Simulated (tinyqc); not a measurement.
# Worked calculation: abrupt p-n junction, non-linear Poisson equation by Newton steps

Computed by the program tinyqc: `OMP_NUM_THREADS=1 python tinyqc.py 2000071 2000072 out.jsonl`, one thread of a shared Intel Xeon 2.30GHz, about 0.03 s for the whole run. Printed values are rounded; ~0 in a residual or rate marks an entry under 1e-11 of the largest of its column.

One dimension, p side on the left, n side on the right; net doping C = -Na for x < 0 and +Nd for x > 0. The potential psi is counted from the intrinsic level, and the quasi-Fermi potentials are flat: 0 for holes and -V for electrons, so n = ni exp((psi + V)/Vt) and p = ni exp(-psi/Vt) (Boltzmann statistics, full ionisation, no current). Under reverse bias this makes the minority densities vanishingly small everywhere; they play no part in the charge.

Parameters, values chosen for the exercise; band and dielectric values those of a made-up semiconductor: temperature T = 300 K; band gap Eg = 1.18 eV; relative permittivity eps_r = 9.75; conduction-band density of states at T Nc = 5.4e17 cm^-3; valence-band density of states at T Nv = 1.14e19 cm^-3; acceptor density of the p side Na = 4.8e17 cm^-3; donor density of the n side Nd = 3.9e15 cm^-3; bias of the p side against the n side V = -2.4 V.

Constants: q = 1.602176634e-19 C, kB = 1.380649e-23 J/K, Vt = kB T/q, eps0 = 8.8541878128e-14 F/cm where lengths are in cm. Results are converted to the units shown.

## Intrinsic density, end potentials and Debye lengths

ni = sqrt(Nc Nv) exp(-Eg/(2 Vt)), Eg in volts; psi_p = -Vt ln(Na/ni), psi_n = Vt ln(Nd/ni) - V; Debye length sqrt(eps0 eps_r Vt/(q N)).

ni = 3.041484e8 cm^-3
psi_p = -0.5475334 V
psi_n = 2.823113 V
Debye length, p side = 5.387012 nm
Debye length, n side = 59.76353 nm

## Net doping on the mesh

```
node,x (nm)
0,-49.4
1,-38.9
2,-29.7
3,-21.5
4,-14.3
5,-8.01
6,-2.45
7,2.45
8,14.5
9,44.4
10,118
11,300
12,750
13,1860
```

C = -Na for x < 0 and +Nd for x > 0, taken at the nodes.

```
node,net doping C (cm^-3)
0,-4.8e17
1,-4.8e17
2,-4.8e17
3,-4.8e17
4,-4.8e17
5,-4.8e17
6,-4.8e17
7,3.9e15
8,3.9e15
9,3.9e15
10,3.9e15
11,3.9e15
12,3.9e15
13,3.9e15
```

## Couplings between neighbouring nodes

a_i = eps0 eps_r/h_i for the interval from node i to i + 1, with h_i = x_(i+1) - x_i in cm.

```
interval,coupling a_i (F/cm^2)
0,8.221746e-7
1,9.383514e-7
2,1.052785e-6
3,1.199005e-6
4,1.372469e-6
5,1.552668e-6
6,1.761803e-6
7,7.164177e-7
8,2.887235e-7
9,1.172939e-7
10,4.743315e-8
11,1.918407e-8
12,7.777327e-9
```

## Starting potential

The parabolas of an abrupt Na-Nd junction in the depletion approximation: psi_p + q Na (x + xp)^2/(2 eps0 eps_r) for -xp < x < 0, psi_n - q Nd (xn - x)^2/(2 eps0 eps_r) for 0 < x < xn, flat outside, with W = sqrt(2 eps0 eps_r (psi_n - psi_p)(1/Na + 1/Nd)/q), xp = W Nd/(Na + Nd), xn = W Na/(Na + Nd), psi_p = -Vt ln(Na/ni), psi_n = Vt ln(Nd/ni) - V.

```
node,psi at the start (V)
0,-0.547533
1,-0.547533
2,-0.547533
3,-0.547533
4,-0.547533
5,-0.547533
6,-0.534739
7,-0.503345
8,-0.420251
9,-0.218609
10,0.250173
11,1.241035
12,2.661719
13,2.823113
```

## Iteration 1: densities, residual and Jacobian diagonal

n_i = ni exp((psi_i + V)/Vt), p_i = ni exp(-psi_i/Vt), rho_i = p_i - n_i + C_i, g_i = (n_i + p_i)/Vt. Box widths w_i = (h_(i-1) + h_i)/2 in cm. Residual F_i = a_i (psi_(i+1) - psi_i) - a_(i-1) (psi_i - psi_(i-1)) + q rho_i w_i; Jacobian: a_(i-1) and a_i beside the diagonal, b_i = -a_(i-1) - a_i - q g_i w_i on it. The two end nodes are fixed.

```
node,n (cm^-3),p (cm^-3)
0,9.261991e-42,4.8e17
1,9.261991e-42,4.8e17
2,9.261991e-42,4.8e17
3,9.261991e-42,4.8e17
4,9.261991e-42,4.8e17
5,9.261991e-42,4.8e17
6,1.519304e-41,2.926180e17
7,5.117337e-41,8.687635e16
8,1.273356e-39,3.491369e15
9,3.107363e-36,1.430717e12
10,2.331224e-28,19070.48
11,1.031190e-11,4.311288e-13
12,7.581763e12,5.863750e-37
13,3.9e15,1.139937e-39
```

```
node,residual F (C/cm^2),diagonal b (F/cm^2)
1,~0,-4.690702e-6
2,~0,-4.579210e-6
3,~0,-4.542384e-6
4,~0,-4.577975e-6
5,1.986580e-8,-4.687705e-6
6,1.974313e-8,-4.262930e-6
7,1.654513e-8,-2.934528e-6
8,1.173297e-9,-1.050526e-6
9,1.186245e-12,-4.060633e-7
10,~0,-1.647271e-7
11,~0,-6.661722e-8
12,2.264418e-8,-3.062646e-8
```

## Iteration 1: Newton step

Solve the tridiagonal system a_(i-1) d_(i-1) + b_i d_i + a_i d_(i+1) = -F_i for nodes 1 to 12, with d = 0 on fixed nodes. Each component d is damped to sign(d) Vt ln(1 + |d|/Vt) before it is added.

```
node,"Newton step d, before damping (V)"
1,0.0000538
2,0.0002687
3,0.0011210
4,0.0040109
5,0.0123994
6,0.0210954
7,0.0289095
8,0.0434450
9,0.0822777
10,0.1778879
11,0.4143155
12,0.9988891
```

```
node,psi after iteration 1 (V)
0,-0.547533
1,-0.547480
2,-0.547266
3,-0.546436
4,-0.543805
5,-0.537405
6,-0.519314
7,-0.483940
8,-0.394761
9,-0.181616
10,0.303543
11,1.314320
12,2.756849
13,2.823113
```

## Iteration 2: densities, residual and Jacobian diagonal

As before.

```
node,n (cm^-3),p (cm^-3)
0,9.261991e-42,4.8e17
1,9.281252e-42,4.790039e17
2,9.358273e-42,4.750615e17
3,9.663614e-42,4.600510e17
4,1.069898e-41,4.155306e17
5,1.370433e-41,3.244052e17
6,2.759065e-41,1.611327e17
7,1.083990e-40,4.101288e16
8,3.413265e-39,1.302494e15
9,1.299699e-35,3.420605e11
10,1.837240e-27,2419.801
11,1.755749e-10,2.532114e-14
12,3.005316e14,1.479297e-38
13,3.9e15,1.139937e-39
```

```
node,residual F (C/cm^2),diagonal b (F/cm^2)
1,-8.765309e-13,-4.684621e-6
2,-1.500565e-11,-4.552583e-6
3,-1.800211e-10,-4.447186e-6
4,-1.338075e-9,-4.308480e-6
5,4.534027e-9,-4.116359e-6
6,7.515291e-9,-3.836748e-6
7,7.665347e-9,-2.693635e-6
8,-6.013477e-10,-1.022073e-6
9,-1.399719e-9,-4.060284e-7
10,-9.764036e-10,-1.647271e-7
11,-5.254927e-10,-6.661722e-8
12,1.782424e-8,-1.722398e-7
```

## Iteration 2: Newton step

As before.

```
node,"Newton step d, before damping (V)"
1,0.0000155
2,0.0000785
3,0.0003399
4,0.0013421
5,0.0048910
6,0.0088603
7,0.0107193
8,0.0078145
9,0.0031477
10,0.0035942
11,0.0252829
12,0.1063010
```

```
node,psi after iteration 2 (V)
0,-0.547533
1,-0.547464
2,-0.547188
3,-0.546098
4,-0.542496
5,-0.532925
6,-0.511696
7,-0.474973
8,-0.387933
9,-0.178646
10,0.306909
11,1.331953
12,2.799029
13,2.823113
```

## Iteration 3: densities, residual and Jacobian diagonal

As before.

```
node,n (cm^-3),p (cm^-3)
0,9.261991e-42,4.8e17
1,9.286831e-42,4.787161e17
2,9.386696e-42,4.736231e17
3,9.790685e-42,4.540801e17
4,1.125440e-41,3.950237e17
5,1.629707e-41,2.727949e17
6,3.704679e-41,1.200038e17
7,1.533456e-40,2.899175e16
8,4.445016e-39,1.000166e15
9,1.457950e-35,3.049319e11
10,2.092669e-27,2124.443
11,3.472846e-10,1.280148e-14
12,1.536290e15,2.893826e-39
13,3.9e15,1.139937e-39
```

```
node,residual F (C/cm^2),diagonal b (F/cm^2)
1,-7.614106e-14,-4.682865e-6
2,-1.491003e-12,-4.544827e-6
3,-2.582612e-11,-4.418692e-6
4,-3.657984e-10,-4.222757e-6
5,1.566963e-10,-3.926844e-6
6,1.570877e-9,-3.703438e-6
7,2.124130e-9,-2.630496e-6
8,-2.839066e-10,-1.018143e-6
9,-2.396729e-10,-4.060272e-7
10,-3.459585e-10,-1.647271e-7
11,-7.313619e-10,-6.661722e-8
12,1.582054e-9,-7.696110e-7
```

## Iteration 3: Newton step

As before.

```
node,"Newton step d, before damping (V)"
1,0.00000215
2,0.00001083
3,0.00004626
4,0.00018251
5,0.00078767
6,0.00172983
7,0.00205043
8,0.00030973
9,-0.00301224
10,-0.00914631
11,-0.01702118
12,0.00163137
```

```
node,psi after iteration 3 (V)
0,-0.547533
1,-0.547462
2,-0.547177
3,-0.546052
4,-0.542314
5,-0.532149
6,-0.510021
7,-0.472999
8,-0.387625
9,-0.181495
10,0.299078
11,1.318876
12,2.800611
13,2.823113
```

## Course of the Newton iteration

Stop when the largest undamped |d| is below 1e-9 V, or after 80 iterations.

Course of the iteration:
```
iteration,largest |F| (C/cm^2),largest |d| (V),at node
1,2.26e-8,0.999,12
2,1.78e-8,0.106,12
3,2.12e-9,0.0170,11
4,2.01e-10,3.94e-3,11
5,1.67e-11,2.73e-4,11
6,9.47e-14,1.43e-6,11
7,2.65e-18,3.98e-11,11
```

Converged in 7 iterations. Once the step is below 0.1 Vt, 2 more iteration(s) reach the threshold: near the solution the error is roughly squared each time.

## Converged densities, field and charge

```
node,converged psi (V)
0,-0.547533
1,-0.547462
2,-0.547176
3,-0.546050
4,-0.542308
5,-0.532121
6,-0.509938
7,-0.472891
8,-0.387593
9,-0.181631
10,0.297781
11,1.314932
12,2.800612
13,2.823113
```

n and p as above; field E_i = -(psi_(i+1) - psi_i)/h_i on each interval; charge on either side of the peak Q = eps0 eps_r |E|max (Gauss).

```
node,n (cm^-3),p (cm^-3)
0,9.261991e-42,4.8e17
1,9.287636e-42,4.786746e17
2,9.390787e-42,4.734167e17
3,9.808897e-42,4.532371e17
4,1.133681e-41,3.921521e17
5,1.681191e-41,2.644409e17
6,3.965356e-41,1.121149e17
7,1.662069e-40,2.674833e16
8,4.503799e-39,9.871125e14
9,1.298939e-35,3.422606e11
10,1.470172e-27,3023.970
11,1.797787e-10,2.472905e-14
12,1.633339e15,2.721882e-39
13,3.9e15,1.139937e-39
```

```
interval,field E (kV/cm)
0,-0.06808
1,-0.31037
2,-1.37333
3,-5.19789
4,-16.19478
5,-39.89825
6,-75.60669
7,-70.78606
8,-68.88362
9,-65.13760
10,-55.88737
11,-33.01513
12,-0.20271
```

peak |E| = 75.60669 kV/cm
charge Q = 65.26999 nC/cm^2

## Check against the exact first integral and the depletion approximation

ni = sqrt(Nc Nv) exp(-Eg/(2 Vt)), Eg in volts. Exact first integral for an abrupt junction with thick neutral sides: psi_p = -Vt ln(Na/ni), psi_n = Vt ln(Nd/ni) - V, psi_j = (Nd psi_n + Na psi_p - Vt (Nd - Na))/(Na + Nd) at the junction, n_j = ni exp((psi_j + V)/Vt), p_j = ni exp(-psi_j/Vt), and E_j^2 = (2 q/(eps0 eps_r)) [Nd (psi_n - psi_j - Vt) + Vt (n_j + p_j)] (minority densities of the neutral sides neglected). Depletion approximation: Vbi = Vt ln(Na Nd/ni^2), W = sqrt(2 eps0 eps_r (Vbi - V)(1/Na + 1/Nd)/q), xp = W Nd/(Na + Nd), xn = W Na/(Na + Nd), peak field 2 (Vbi - V)/W, capacitance eps0 eps_r/W.

psi_j = -0.4949323 V
exact field at the junction = 73.26599 kV/cm
Vbi = 0.9706460 V
W = 968.9870 nm
peak field in the depletion approximation = 69.57051 kV/cm

The depletion approximation gives a peak field 5.0 % below the exact one, since carriers spilling over from the heavily doped side add charge next to the junction. The 14-node mesh above gave 75.61 kV/cm on the interval that holds the junction, 3.2 % above the exact value.
